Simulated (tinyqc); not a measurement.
Cap thickness from the capacitance plateau.

Inverse problem. With only the buried channel on, 1/C = 1/Cox + (tc + zc)/(eps0 eps_r), Cox = eps0 eox/tox. Find tc and the oxide-equivalent thickness 3.9 eps0/C.

Parameters, values chosen for the exercise; band and dielectric values close to those of silicon:
```
symbol  value  unit                                                                 meaning
eps_r    11.7                                                         relative permittivity
eox       3.9        relative permittivity of the gate insulator (close to silicon dioxide)
tox       3.3    nm                                                     insulator thickness
zc        0.8    nm                    depth of the hole centroid below the top of the SiGe
```

Constants: eps0 = 8.8541878128e-14 F/cm where lengths are in cm. Results are converted to the units shown.

plateau of C/Cox with only the buried channel on = 0.66891892

Answer. The cap and the centroid act as a second capacitor in series with the insulator.

tc = 4.10 nm
equivalent thickness = 4.93 nm

Computed by the program tinyqc: `OMP_NUM_THREADS=1 python tinyqc.py 2042109 2042110 out.jsonl`, one thread of a shared Intel Xeon 2.30GHz, about 0.02 s for the whole run.
